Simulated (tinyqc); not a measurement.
Inside a calculation (part 1 of 2). Method: UHF in the 6-311g basis, for H2, spin multiplicity 3. Computed by tinyqc, a small Python program that keeps every step (integrals from PySCF). Settings: charge = 0, multiplicity = 3, basis = 6-311g, energy threshold = 1e-08, iteration cap = 83, orthogonalisation = symmetric, start = core, DIIS depth = 6, method = UHF. Command: `OMP_NUM_THREADS=1 python tinyqc.py 27050 27051 out.jsonl` (the two numbers bound the seeds that draw the settings). One thread of a shared host (Intel(R) Xeon(R) Processor @ 2.60GHz), about 0.1 s of CPU time with the checks. Later iterations appear only in the table of the cycle.

## One-electron integrals

Geometry (angstrom):
```
atom        x        y        z
H     0.00000  0.00000  0.00000
H     0.00000  0.00000  1.20400
```

Basis 6-311g: exponents (1/bohr^2) and contraction coefficients of normalised primitives:
```
element  l (shell)  exponent  coefficient
H            s (1)  33.86500      0.02549
H            s (1)   5.09479      0.19037
H            s (1)   1.15879      0.85216
H            s (2)   0.32584      1.00000
H            s (3)   0.10274      1.00000
```

Overlap, kinetic and nuclear-attraction integrals over the contracted functions; the nuclear repulsion is the sum of Za Zb / Rab.

nuclear repulsion = 0.4395160 hartree

overlap S, lower triangle:
```
         1H 1s    1H 2s    1H 3s    2H 1s    2H 2s    2H 3s
1H 1s  1.00000
1H 2s  0.70638  1.00000
1H 3s  0.37366  0.78896  1.00000
2H 1s  0.03788  0.18523  0.22867  1.00000
2H 2s  0.18523  0.43025  0.52656  0.70638  1.00000
2H 3s  0.22867  0.52656  0.76649  0.37366  0.78896  1.00000
```

kinetic energy T (hartree), lower triangle:
```
          1H 1s    1H 2s    1H 3s    2H 1s    2H 2s    2H 3s
1H 1s   2.30435
1H 2s   0.54912  0.48876
1H 3s   0.10635  0.18488  0.15411
2H 1s  -0.07385  0.01534  0.04376  2.30435
2H 2s   0.01534  0.09205  0.09013  0.54912  0.48876
2H 3s   0.04376  0.09013  0.09718  0.10635  0.18488  0.15411
```

nuclear attraction V (hartree), lower triangle:
```
          1H 1s     1H 2s     1H 3s     2H 1s     2H 2s     2H 3s
1H 1s  -2.55061
1H 2s  -1.37117  -1.34629
1H 3s  -0.67918  -0.91738  -0.88742
2H 1s  -0.06722  -0.34832  -0.41922  -2.55061
2H 2s  -0.34832  -0.60965  -0.64420  -1.37117  -1.34629
2H 3s  -0.41922  -0.64420  -0.71982  -0.67918  -0.91738  -0.88742
```

core Hamiltonian H = T + V (hartree), lower triangle:
```
          1H 1s     1H 2s     1H 3s     2H 1s     2H 2s     2H 3s
1H 1s  -0.24626
1H 2s  -0.82205  -0.85753
1H 3s  -0.57283  -0.73250  -0.73331
2H 1s  -0.14108  -0.33298  -0.37545  -0.24626
2H 2s  -0.33298  -0.51759  -0.55407  -0.82205  -0.85753
2H 3s  -0.37545  -0.55407  -0.62264  -0.57283  -0.73250  -0.73331
```

## Two-electron integrals

Functions are numbered as in S; the eight-fold symmetry (ij|kl) = (ji|kl) = (kl|ij) leaves the list below.

Two-electron integrals (ij|kl) in chemists' order, unique and non-zero (hartree):
```
(11|11) 1.39303   (21|11) 0.82297   (21|21) 0.50970   (22|11) 0.82290
(22|21) 0.54303   (22|22) 0.64411   (31|11) 0.41126   (31|21) 0.25776
(31|22) 0.27987   (31|31) 0.13079   (32|11) 0.54368   (32|21) 0.36577
(32|22) 0.45267   (32|31) 0.18980   (32|32) 0.32514   (33|11) 0.49402
(33|21) 0.34012   (33|22) 0.44599   (33|31) 0.17804   (33|32) 0.33178
(33|33) 0.36168   (41|11) 0.03127   (41|21) 0.02086   (41|22) 0.02497
(41|31) 0.01078   (41|32) 0.01753   (41|33) 0.01716   (41|41) 0.00173
(42|11) 0.10170   (42|21) 0.07084   (42|22) 0.09409   (42|31) 0.03720
(42|32) 0.06974   (42|33) 0.07424   (42|41) 0.00670   (42|42) 0.03437
(43|11) 0.10828   (43|21) 0.07595   (43|22) 0.10344   (43|31) 0.04002
(43|32) 0.07808   (43|33) 0.08600   (43|41) 0.00712   (43|42) 0.04010
(43|43) 0.04886   (44|11) 0.43939   (44|21) 0.30998   (44|22) 0.43101
(44|31) 0.16379   (44|32) 0.32954   (44|33) 0.36964   (44|41) 0.03127
(44|42) 0.19882   (44|43) 0.24909   (44|44) 1.39303   (51|11) 0.19882
(51|21) 0.12530   (51|22) 0.13722   (51|31) 0.06368   (51|32) 0.09333
(51|33) 0.08787   (51|41) 0.00670   (51|42) 0.02322   (51|43) 0.02465
(51|44) 0.10170   (51|51) 0.03437   (52|11) 0.28702   (52|21) 0.19410
(52|22) 0.24264   (52|31) 0.10089   (52|32) 0.17506   (52|33) 0.17971
(52|41) 0.01310   (52|42) 0.05701   (52|43) 0.06464   (52|44) 0.28702
(52|51) 0.05701   (52|52) 0.11923   (53|11) 0.26317   (53|21) 0.18168
(53|22) 0.23940   (53|31) 0.09519   (53|32) 0.17833   (53|33) 0.19423
(53|41) 0.01298   (53|42) 0.06377   (53|43) 0.07632   (53|44) 0.34985
(53|51) 0.05407   (53|52) 0.12616   (53|53) 0.14483   (54|11) 0.30998
(54|21) 0.21828   (54|22) 0.30150   (54|31) 0.11523   (54|32) 0.22986
(54|33) 0.25774   (54|41) 0.02086   (54|42) 0.12530   (54|43) 0.15644
(54|44) 0.82297   (54|51) 0.07084   (54|52) 0.19410   (54|53) 0.23615
(54|54) 0.50970   (55|11) 0.43101   (55|21) 0.30150   (55|22) 0.41040
(55|31) 0.15876   (55|32) 0.31146   (55|33) 0.35010   (55|41) 0.02497
(55|42) 0.13722   (55|43) 0.17044   (55|44) 0.82290   (55|51) 0.09409
(55|52) 0.24264   (55|53) 0.29454   (55|54) 0.54303   (55|55) 0.64411
(61|11) 0.24909   (61|21) 0.15644   (61|22) 0.17044   (61|31) 0.07943
(61|32) 0.11573   (61|33) 0.10874   (61|41) 0.00712   (61|42) 0.02465
(61|43) 0.02640   (61|44) 0.10828   (61|51) 0.04010   (61|52) 0.06464
(61|53) 0.06113   (61|54) 0.07595   (61|55) 0.10344   (61|61) 0.04886
(62|11) 0.34985   (62|21) 0.23615   (62|22) 0.29454   (62|31) 0.12269
(62|32) 0.21248   (62|33) 0.21842   (62|41) 0.01298   (62|42) 0.05407
(62|43) 0.06113   (62|44) 0.26317   (62|51) 0.06377   (62|52) 0.12616
(62|53) 0.13154   (62|54) 0.18168   (62|55) 0.23940   (62|61) 0.07632
(62|62) 0.14483   (63|11) 0.34954   (63|21) 0.24158   (63|22) 0.32015
(63|31) 0.12665   (63|32) 0.23986   (63|33) 0.26542   (63|41) 0.01423
(63|42) 0.06646   (63|43) 0.07910   (63|44) 0.34954   (63|51) 0.06646
(63|52) 0.14708   (63|53) 0.16701   (63|54) 0.24158   (63|55) 0.32015
(63|61) 0.07910   (63|62) 0.16701   (63|63) 0.21249   (64|11) 0.16379
(64|21) 0.11523   (64|22) 0.15876   (64|31) 0.06080   (64|32) 0.12092
(64|33) 0.13560   (64|41) 0.01078   (64|42) 0.06368   (64|43) 0.07943
(64|44) 0.41126   (64|51) 0.03720   (64|52) 0.10089   (64|53) 0.12269
(64|54) 0.25776   (64|55) 0.27987   (64|61) 0.04002   (64|62) 0.09519
(64|63) 0.12665   (64|64) 0.13079   (65|11) 0.32954   (65|21) 0.22986
(65|22) 0.31146   (65|31) 0.12092   (65|32) 0.23628   (65|33) 0.26685
(65|41) 0.01753   (65|42) 0.09333   (65|43) 0.11573   (65|44) 0.54368
(65|51) 0.06974   (65|52) 0.17506   (65|53) 0.21248   (65|54) 0.36577
(65|55) 0.45267   (65|61) 0.07808   (65|62) 0.17833   (65|63) 0.23986
(65|64) 0.18980   (65|65) 0.32514   (66|11) 0.36964   (66|21) 0.25774
(66|22) 0.35010   (66|31) 0.13560   (66|32) 0.26685   (66|33) 0.30662
(66|41) 0.01716   (66|42) 0.08787   (66|43) 0.10874   (66|44) 0.49402
(66|51) 0.07424   (66|52) 0.17971   (66|53) 0.21842   (66|54) 0.34012
(66|55) 0.44599   (66|61) 0.08600   (66|62) 0.19423   (66|63) 0.26542
(66|64) 0.17804   (66|65) 0.33178   (66|66) 0.36168
```

## Orthogonalisation

S = U s U^T; symmetric (Loewdin) form X = U s^(-1/2) U^T, so that X^T S X = 1.

eigenvalues of S: 0.05852  0.13051  0.32068  0.71394  1.38618  3.39018

X, lower triangle:
```
          1H 1s     1H 2s     1H 3s     2H 1s     2H 2s    2H 3s
1H 1s   1.37383
1H 2s  -0.74752   2.12996
1H 3s   0.20651  -1.01693   2.11818
2H 1s   0.03286   0.02794  -0.05428   1.37383
2H 2s   0.02794  -0.26563   0.20323  -0.74752   2.12996
2H 3s  -0.05428   0.20323  -0.89448   0.20651  -1.01693  2.11818
```

## Starting guess

The start is the orbitals of the core Hamiltonian; D(s) = C_occ C_occ^T for each spin.

D(alpha) at the start, lower triangle:
```
          1H 1s     1H 2s     1H 3s    2H 1s    2H 2s    2H 3s
1H 1s   0.07302
1H 2s   0.18321   0.46258
1H 3s   0.09416   0.24755   0.16604
2H 1s  -0.00945  -0.03804  -0.06879  0.07302
2H 2s  -0.03804  -0.13100  -0.18961  0.18321  0.46258
2H 3s  -0.06879  -0.18961  -0.15592  0.09416  0.24755  0.16604
```

D(beta) at the start, lower triangle:
```
         1H 1s    1H 2s    1H 3s    2H 1s    2H 2s    2H 3s
1H 1s  0.00000
1H 2s  0.00000  0.00000
1H 3s  0.00000  0.00000  0.00000
2H 1s  0.00000  0.00000  0.00000  0.00000
2H 2s  0.00000  0.00000  0.00000  0.00000  0.00000
2H 3s  0.00000  0.00000  0.00000  0.00000  0.00000  0.00000
```

## Iteration 1: building the Fock matrix

J_ij = sum D_kl (ij|kl) with D = D(alpha) + D(beta), K_ij = sum D_kl (ik|jl) for each spin; F = H + J - K(s); E = tr D H + tr D J / 2 - 0.5 sum_s tr D(s) K(s) + E_nn.

Coulomb J (hartree), lower triangle:
```
         1H 1s    1H 2s    1H 3s    2H 1s    2H 2s    2H 3s
1H 1s  1.32373
1H 2s  0.87263  1.06028
1H 3s  0.45070  0.76309  0.79102
2H 1s  0.04934  0.23371  0.27958  1.32373
2H 2s  0.23371  0.48017  0.52984  0.87263  1.06028
2H 3s  0.27958  0.52984  0.63401  0.45070  0.76309  0.79102
```

exchange K(alpha) (hartree), lower triangle:
```
         1H 1s    1H 2s    1H 3s    2H 1s    2H 2s    2H 3s
1H 1s  0.71949
1H 2s  0.65019  0.68313
1H 3s  0.42086  0.48736  0.38145
2H 1s  0.05670  0.18833  0.24692  0.71949
2H 2s  0.18833  0.31776  0.33883  0.65019  0.68313
2H 3s  0.24692  0.33883  0.31704  0.42086  0.48736  0.38145
```

exchange K(beta) (hartree), lower triangle:
```
         1H 1s    1H 2s    1H 3s    2H 1s    2H 2s    2H 3s
1H 1s  0.00000
1H 2s  0.00000  0.00000
1H 3s  0.00000  0.00000  0.00000
2H 1s  0.00000  0.00000  0.00000  0.00000
2H 2s  0.00000  0.00000  0.00000  0.00000  0.00000
2H 3s  0.00000  0.00000  0.00000  0.00000  0.00000  0.00000
```

F(alpha) (hartree), lower triangle:
```
          1H 1s     1H 2s     1H 3s     2H 1s     2H 2s     2H 3s
1H 1s   0.35797
1H 2s  -0.59961  -0.48038
1H 3s  -0.54300  -0.45676  -0.32374
2H 1s  -0.14844  -0.28760  -0.34279   0.35797
2H 2s  -0.28760  -0.35519  -0.36305  -0.59961  -0.48038
2H 3s  -0.34279  -0.36305  -0.30567  -0.54300  -0.45676  -0.32374
```

F(beta) (hartree), lower triangle:
```
          1H 1s     1H 2s     1H 3s     2H 1s    2H 2s    2H 3s
1H 1s   1.07746
1H 2s   0.05058   0.20275
1H 3s  -0.12214   0.03060   0.05771
2H 1s  -0.09174  -0.09927  -0.09587   1.07746
2H 2s  -0.09927  -0.03743  -0.02423   0.05058  0.20275
2H 3s  -0.09587  -0.02423   0.01138  -0.12214  0.03060  0.05771
```

total energy of this density = -0.9109848 hartree

## Iteration 1: diagonalisation and new density

Diagonalise F' = X^T F X, C = X C', fill 2 alpha and 0 beta electrons from the bottom; D(s) = C_occ C_occ^T. Each column has its largest component positive (the first on a tie).

F' = X^T F X (alpha) (hartree), lower triangle:
```
          1         2         3         4         5        6
1   1.47232
2  -1.32923   0.75270
3  -0.06322  -0.43396   0.14421
4   0.09145  -0.07189  -0.10755   1.47232
5  -0.07189  -0.13464   0.01059  -1.32923   0.75270
6  -0.10755   0.01059  -0.11269  -0.06322  -0.43396  0.14421
```

orbital energies (alpha) (hartree): MO1 -0.66977, MO2 -0.32823, MO3 0.30873, MO4 0.39163, MO5 2.46172, MO6 2.57440

coefficients C (alpha):
```
           MO1       MO2       MO3       MO4       MO5       MO6
1H 1s  0.17866   0.18468  -0.04332  -0.07647  -1.09262  -1.10729
1H 2s  0.36576   0.48782  -0.85271  -1.01741   1.62524   1.21117
1H 3s  0.11515   0.54436   0.92938   2.00460  -1.00085  -0.46299
2H 1s  0.17866  -0.18468  -0.04332   0.07647   1.09262  -1.10729
2H 2s  0.36576  -0.48782  -0.85271   1.01741  -1.62524   1.21117
2H 3s  0.11515  -0.54436   0.92938  -2.00460   1.00085  -0.46299
```

F' = X^T F X (beta) (hartree), lower triangle:
```
          1         2         3         4         5        6
1   1.96970
2  -1.03645   1.10513
3   0.06936  -0.27929   0.23593
4   0.07186  -0.06563  -0.07427   1.96970
5  -0.06563  -0.11833   0.04712  -1.03645   1.10513
6  -0.07427   0.04712  -0.08202   0.06936  -0.27929  0.23593
```

orbital energies (beta) (hartree): MO1 0.00891, MO2 0.18341, MO3 0.43184, MO4 0.62662, MO5 2.62921, MO6 2.74151

coefficients C (beta):
```
           MO1       MO2       MO3       MO4       MO5       MO6
1H 1s  0.10540   0.08742   0.05306  -0.08476  -1.10406  -1.11623
1H 2s  0.05480  -0.11037   0.98728  -1.23428   1.54236   1.16194
1H 3s  0.44684   1.52852  -0.83595   1.45234  -0.93316  -0.43918
2H 1s  0.10540  -0.08742   0.05306   0.08476   1.10406  -1.11623
2H 2s  0.05480   0.11037   0.98728   1.23428  -1.54236   1.16194
2H 3s  0.44684  -1.52852  -0.83595  -1.45234   0.93316  -0.43918
```

D(alpha) after iteration 1, lower triangle:
```
          1H 1s     1H 2s     1H 3s    2H 1s    2H 2s    2H 3s
1H 1s   0.06602
1H 2s   0.15543   0.37174
1H 3s   0.12110   0.30766   0.30958
2H 1s  -0.00219  -0.02474  -0.07996  0.06602
2H 2s  -0.02474  -0.10418  -0.22343  0.15543  0.37174
2H 3s  -0.07996  -0.22343  -0.28306  0.12110  0.30766  0.30958
```

D(beta) after iteration 1, lower triangle:
```
         1H 1s    1H 2s    1H 3s    2H 1s    2H 2s    2H 3s
1H 1s  0.00000
1H 2s  0.00000  0.00000
1H 3s  0.00000  0.00000  0.00000
2H 1s  0.00000  0.00000  0.00000  0.00000
2H 2s  0.00000  0.00000  0.00000  0.00000  0.00000
2H 3s  0.00000  0.00000  0.00000  0.00000  0.00000  0.00000
```

## Iteration 2: building the Fock matrix

As before.

Coulomb J (hartree), lower triangle:
```
         1H 1s    1H 2s    1H 3s    2H 1s    2H 2s    2H 3s
1H 1s  1.27950
1H 2s  0.84610  1.03445
1H 3s  0.43744  0.74687  0.77868
2H 1s  0.04774  0.22637  0.27118  1.27950
2H 2s  0.22637  0.46731  0.51765  0.84610  1.03445
2H 3s  0.27118  0.51765  0.62310  0.43744  0.74687  0.77868
```

exchange K(alpha) (hartree), lower triangle:
```
         1H 1s    1H 2s    1H 3s    2H 1s    2H 2s    2H 3s
1H 1s  0.67048
1H 2s  0.61882  0.66539
1H 3s  0.41104  0.48743  0.39210
2H 1s  0.06182  0.18540  0.24169  0.67048
2H 2s  0.18540  0.31192  0.33715  0.61882  0.66539
2H 3s  0.24169  0.33715  0.32324  0.41104  0.48743  0.39210
```

exchange K(beta) (hartree), lower triangle:
```
         1H 1s    1H 2s    1H 3s    2H 1s    2H 2s    2H 3s
1H 1s  0.00000
1H 2s  0.00000  0.00000
1H 3s  0.00000  0.00000  0.00000
2H 1s  0.00000  0.00000  0.00000  0.00000
2H 2s  0.00000  0.00000  0.00000  0.00000  0.00000
2H 3s  0.00000  0.00000  0.00000  0.00000  0.00000  0.00000
```

F(alpha) (hartree), lower triangle:
```
          1H 1s     1H 2s     1H 3s     2H 1s     2H 2s     2H 3s
1H 1s   0.36275
1H 2s  -0.59476  -0.48847
1H 3s  -0.54643  -0.47307  -0.34672
2H 1s  -0.15515  -0.29200  -0.34596   0.36275
2H 2s  -0.29200  -0.36220  -0.37357  -0.59476  -0.48847
2H 3s  -0.34596  -0.37357  -0.32278  -0.54643  -0.47307  -0.34672
```

F(beta) (hartree), lower triangle:
```
          1H 1s     1H 2s     1H 3s     2H 1s    2H 2s    2H 3s
1H 1s   1.03324
1H 2s   0.02406   0.17692
1H 3s  -0.13539   0.01437   0.04537
2H 1s  -0.09334  -0.10660  -0.10427   1.03324
2H 2s  -0.10660  -0.05028  -0.03642   0.02406  0.17692
2H 3s  -0.10427  -0.03642   0.00046  -0.13539  0.01437  0.04537
```

total energy of this density = -0.9201150 hartree

## Iteration 2: DIIS over 2 matrices

error matrix X^T (FDS - SDF) X (alpha):
```
          1         2         3         4         5         6
1   0.00000   0.00721   0.01319   0.00000  -0.00310  -0.00304
2  -0.00721   0.00000   0.01133   0.00310   0.00000  -0.00115
3  -0.01319  -0.01133   0.00000   0.00304   0.00115   0.00000
4   0.00000  -0.00310  -0.00304   0.00000   0.00721   0.01319
5   0.00310   0.00000  -0.00115  -0.00721   0.00000   0.01133
6   0.00304   0.00115   0.00000  -0.01319  -0.01133   0.00000
```

B (overlaps of the stored error matrices):
```
               1              2
1  1.2427921e-02  4.1510841e-03
2  4.1510841e-03  1.4986188e-03
```

Minimise |sum c_i e_i|^2 with sum c_i = 1: solve [B -1; -1 0][c; lambda] = [0; -1] with B_ij = tr e_i^T e_j summed over both spins, and take F = sum c_i F_i.

DIIS coefficients: -0.47160  1.47160

extrapolated F(alpha) (hartree), lower triangle:
```
          1H 1s     1H 2s     1H 3s     2H 1s     2H 2s     2H 3s
1H 1s   0.36501
1H 2s  -0.59247  -0.49228
1H 3s  -0.54805  -0.48075  -0.35756
2H 1s  -0.15832  -0.29408  -0.34745   0.36501
2H 2s  -0.29408  -0.36551  -0.37853  -0.59247  -0.49228
2H 3s  -0.34745  -0.37853  -0.33086  -0.54805  -0.48075  -0.35756
```

extrapolated F(beta) (hartree), lower triangle:
```
          1H 1s     1H 2s     1H 3s     2H 1s    2H 2s    2H 3s
1H 1s   1.01238
1H 2s   0.01155   0.16474
1H 3s  -0.14164   0.00671   0.03956
2H 1s  -0.09409  -0.11006  -0.10823   1.01238
2H 2s  -0.11006  -0.05634  -0.04217   0.01155  0.16474
2H 3s  -0.10823  -0.04217  -0.00469  -0.14164  0.00671  0.03956
```

## Iteration 2: diagonalisation and new density

As before.

F' = X^T F X (alpha) (hartree), lower triangle:
```
          1         2         3         4         5        6
1   1.46652
2  -1.30557   0.74045
3  -0.06778  -0.44989   0.11694
4   0.08189  -0.07557  -0.10575   1.46652
5  -0.07557  -0.13359   0.01347  -1.30557   0.74045
6  -0.10575   0.01347  -0.11376  -0.06778  -0.44989  0.11694
```

orbital energies (alpha) (hartree): MO1 -0.68520, MO2 -0.33865, MO3 0.30169, MO4 0.39447, MO5 2.43355, MO6 2.54196

coefficients C (alpha):
```
           MO1       MO2       MO3       MO4       MO5       MO6
1H 1s  0.17558   0.17631  -0.04847  -0.08490  -1.09338  -1.10757
1H 2s  0.34968   0.45113  -0.85891  -1.03648   1.62378   1.21153
1H 3s  0.13418   0.62517   0.92614   1.97891  -1.00475  -0.46435
2H 1s  0.17558  -0.17631  -0.04847   0.08490   1.09338  -1.10757
2H 2s  0.34968  -0.45113  -0.85891   1.03648  -1.62378   1.21153
2H 3s  0.13418  -0.62517   0.92614  -1.97891   1.00475  -0.46435
```

F' = X^T F X (beta) (hartree), lower triangle:
```
          1         2         3         4         5        6
1   1.90189
2  -1.03971   1.07687
3   0.06508  -0.28303   0.23192
4   0.07234  -0.06636  -0.07524   1.90189
5  -0.06636  -0.12226   0.04426  -1.03971   1.07687
6  -0.07524   0.04426  -0.08473   0.06508  -0.28303  0.23192
```

orbital energies (beta) (hartree): MO1 -0.01892, MO2 0.17284, MO3 0.40690, MO4 0.59335, MO5 2.57913, MO6 2.68805

coefficients C (beta):
```
           MO1       MO2       MO3       MO4       MO5       MO6
1H 1s  0.11202   0.09386   0.05511  -0.09306  -1.10286  -1.11548
1H 2s  0.09925  -0.06661   0.97570  -1.22112   1.55528   1.16875
1H 3s  0.40658   1.47340  -0.85413   1.50086  -0.94496  -0.44330
2H 1s  0.11202  -0.09386   0.05511   0.09306   1.10286  -1.11548
2H 2s  0.09925   0.06661   0.97570   1.22112  -1.55528   1.16875
2H 3s  0.40658  -1.47340  -0.85413  -1.50086   0.94496  -0.44330
```

D(alpha) after iteration 2, lower triangle:
```
          1H 1s     1H 2s     1H 3s    2H 1s    2H 2s    2H 3s
1H 1s   0.06191
1H 2s   0.14093   0.32580
1H 3s   0.13378   0.32895   0.40884
2H 1s  -0.00026  -0.01814  -0.08666  0.06191
2H 2s  -0.01814  -0.08124  -0.23511  0.14093  0.32580
2H 3s  -0.08666  -0.23511  -0.37283  0.13378  0.32895  0.40884
```

D(beta) after iteration 2, lower triangle:
```
         1H 1s    1H 2s    1H 3s    2H 1s    2H 2s    2H 3s
1H 1s  0.00000
1H 2s  0.00000  0.00000
1H 3s  0.00000  0.00000  0.00000
2H 1s  0.00000  0.00000  0.00000  0.00000
2H 2s  0.00000  0.00000  0.00000  0.00000  0.00000
2H 3s  0.00000  0.00000  0.00000  0.00000  0.00000  0.00000
```
